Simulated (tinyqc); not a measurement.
## The weight eta from points of equal mobility

Question. If the mobility depends on E = q (Ndep + eta Ns)/(eps0 eps_r) alone, two points of equal mobility on its falling branch have equal E. Find eta and E.

Values chosen for this exercise: relative permittivity of the semiconductor eps_r = 11.7.

Constants: q = 1.602176634e-19 C, eps0 = 8.8541878128e-14 F/cm where lengths are in cm. Results are converted to the units shown.

Ndep at two body biases (cm^-2): [1.0291097e12, 1.7317088e12]
Ns at which the mobility is the same (cm^-2): [6.1e12, 4.7223547e12]

Answer. eta is the ratio of the differences of Ndep and Ns.

eta = 0.5100
E = 0.6403 MV/cm

Computed by the program tinyqc: `OMP_NUM_THREADS=1 python tinyqc.py 2510146 2510147 out.jsonl`, one thread of a shared Intel Xeon 2.30GHz, about 0.01 s for the whole run.
